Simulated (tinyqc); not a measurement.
Phonon-assisted absorption at an indirect gap: one step. Quantum efficiency of a diode. Two cases, with inputs chosen for the exercise.

Task: Evaluate the factors; 1 micrometre = 1e-4 cm.

Photodiode (Gaertner form with a dead layer): QE = (1 - R) exp(-alpha xj) [1 - exp(-alpha W)/(1 + alpha L)], R = ((nr - 1)/(nr + 1))^2; responsivity = QE/E in A/W for E in eV.

Case 1.

Values chosen (loosely those of AlAs at room temperature; Eg is not tied to T; not measured data):
- E = 2.385 eV (photon energy)
- nr = 3.15 (refractive index)
- xj = 0.14 micrometre (dead layer at the surface)
- W = 2.6 micrometre (depleted width)
- L = 7.5 micrometre (minority diffusion length below it)

alpha = 586.328 1/cm

Case 2.

Values chosen (loosely those of Si at room temperature; Eg is not tied to T; not measured data):
- E = 1.571 eV (photon energy)
- nr = 3.57 (refractive index)
- xj = 0.087 micrometre (dead layer at the surface)
- W = 23 micrometre (depleted width)
- L = 58 micrometre (minority diffusion length below it)

alpha = 554.991 1/cm

Give: passes the dead layer; collected share; QE; responsivity.

Result:

Case 1.

passes the dead layer = 0.9918
collected share = 0.4036
QE = 0.2929
responsivity = 0.1228 A/W

Without diffusion from below the collected share would be 0.1414.

Case 2.

passes the dead layer = 0.9952
collected share = 0.9339
QE = 0.6355
responsivity = 0.4045 A/W

Without diffusion from below the collected share would be 0.7210.

Computed by tinyqc, one run a case: `OMP_NUM_THREADS=1 python tinyqc.py N N+1 out.jsonl` with N = 1682426, 1682728; one thread of a shared Intel(R) Xeon(R) Processor @ 2.30GHz, about 0.01 s a run at most.
